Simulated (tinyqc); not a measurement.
From lone donors to an impurity band: impurity band of shallow donors (Hubbard estimate).

Constants: e^2/(4 pi eps0) = 14.39964547 eV angstrom.

Values chosen for the exercise (out of a larger set: near those of two donors in GaAs; not measured data):
```
symbol  value                                                     unit         meaning
a       105.5                                                     angstrom     orbital radius
eps     12.5                                                                   dielectric constant
Ns      (0.00018, 0.00044, 0.0011, 0.0026, 0.0062, 0.013, 0.026)  x 1e18/cm^3  donor densities
```

Donors on a simple cubic lattice of spacing R = N^(-1/3) (1/angstrom^3 = 1e24/cm^3), Ha* = q/(eps a), q = e^2/(4 pi eps0), x = R/a. Hopping t = Ha* (1 + x) exp(-x), band width B = 12 t, on-site repulsion U = (5/8) Ha*; the gap closes near B/U = 1.15. Valley factors and disorder are left out.

Results:
```
N (1e18/cm^3)  R (angstrom)  N^(1/3) a   t (meV)   B (meV)       B/U
0.00018              1771.1      0.060  9.94e-06  0.000119  1.75e-05
0.00044              1314.8      0.080  0.000569   0.00683   0.00100
0.0011                968.7      0.109    0.0114     0.137    0.0201
0.0026                727.2      0.145    0.0874      1.05     0.154
0.0062                544.3      0.194     0.386      4.64     0.679
0.026                 337.6      0.313      1.87      22.4      3.29
```

Give the missing row, N (1e18/cm^3) = 0.013.

Computed row:
```
N (1e18/cm^3)  R (angstrom)  N^(1/3) a  t (meV)  B (meV)   B/U
0.013                 425.3      0.248    0.975     11.7  1.71
```

B/U passes 1.15 between 0.0062 and 0.013 x 1e18/cm^3; the root is x = 4.52, N^(1/3) a = 0.221, N = 0.0092 x 1e18/cm^3, below the 0.015 that the empirical rule N^(1/3) a = 0.26 gives; the estimate is rough, since random positions, the overlap of the orbitals and screening are left out. While N grows by 144 times, t grows by 1.88e+05 times.

Computed by tinyqc, a small Python program: `OMP_NUM_THREADS=1 python tinyqc.py 1250206 1250207 out.jsonl` (the numbers bound the seed that draws the inputs); one thread of a shared host (Intel(R) Xeon(R) Processor @ 2.30GHz), about 0.01 s for the whole set of steps.
